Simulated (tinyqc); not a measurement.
# Gated two-dimensional channel with two bands, quantum capacitance: effect of the temperature

phi is the Fermi level above the lowest band edge, in volts; Vg is counted from the gate voltage at which an empty channel would have phi = 0. The channel has no thickness; trap charge is -q Dit phi.

D1 = gv md m0 q/(pi hbar^2), D2 = g2 m2 m0 q/(pi hbar^2) per eV; n1 = D1 Vt ln(1 + exp(phi/Vt)), n2 = D2 Vt ln(1 + exp((phi - E2)/Vt)), n = n1 + n2; Cq = q dn/dphi = q [D1/(1 + exp(-phi/Vt)) + D2/(1 + exp((E2 - phi)/Vt))]. Cox = eps0 eox/tox; Vg = phi + q (n + Dit phi)/Cox. 1/C_G = 1/Cox + 1/(Cq + q Dit); dphi/dVg = Cox/(Cox + Cq + q Dit).

Inputs (values chosen for the exercise); lowest band close to that of monolayer MoS2:
- eox = 3.9 (relative permittivity of the gate insulator (close to silicon dioxide))
- tox = 5.1 nm (insulator thickness)
- md = 0.495 m0 (in-plane mass)
- gv = 2 (valley degeneracy)
- m2 = 1 m0 (in-plane mass of a second band, chosen freely)
- g2 = 4 (valley degeneracy of that band, chosen freely)
- E2 = 0.24 eV (second band edge above the first)
- Dit = 3.6e12 cm^-2 eV^-1 (density of traps)
- Vg = 0.78 V (gate voltage)

Constants: q = 1.602176634e-19 C, kB = 1.380649e-23 J/K, hbar = 1.054571817e-34 J s, m0 = 9.1093837015e-31 kg, Vt = kB T/q, eps0 = 8.8541878128e-14 F/cm where lengths are in cm. Results are converted to the units shown.

The same in every row: Cox (uF/cm^2) = 0.67708.

Effect of the temperature:
```
T (K)     phi (V)  n (cm^-2)  Cq (uF/cm^2)  C_G (uF/cm^2)  dphi/dVg  share of the second band (%)
50      0.0070742  3.2409e12        55.511        0.66901  0.011928                    7.3917e-22
77      0.0054483  3.2537e12        46.015        0.66739  0.014324                    1.5158e-13
120     0.0014953  3.2846e12        35.521        0.66462  0.018412                     5.0614e-8
200    -0.0087104  3.3645e12        24.931        0.65958  0.025857                     4.6261e-4
300     -0.024629  3.4891e12        18.452        0.65382  0.034359                      0.044377
400     -0.042822  3.6314e12        14.917        0.64874  0.041870                       0.43337
500     -0.062862  3.7883e12        12.735        0.64431  0.048402                        1.6825
```

As T goes from 50 to 500, Cq falls from 55.5 to 12.7 uF/cm^2, C_G/Cox falls from 0.988 to 0.952 and n rises from 3.24e12 to 3.79e12 cm^-2. Cq exceeds Cox in every row, so the insulator is the tighter limit, though Cq still cuts C_G by up to 4.8 %.

Computed by the program tinyqc: `OMP_NUM_THREADS=1 python tinyqc.py 2200001 2200002 out.jsonl`, one thread of a shared Intel Xeon 2.30GHz, about 0.01 s for the whole run.
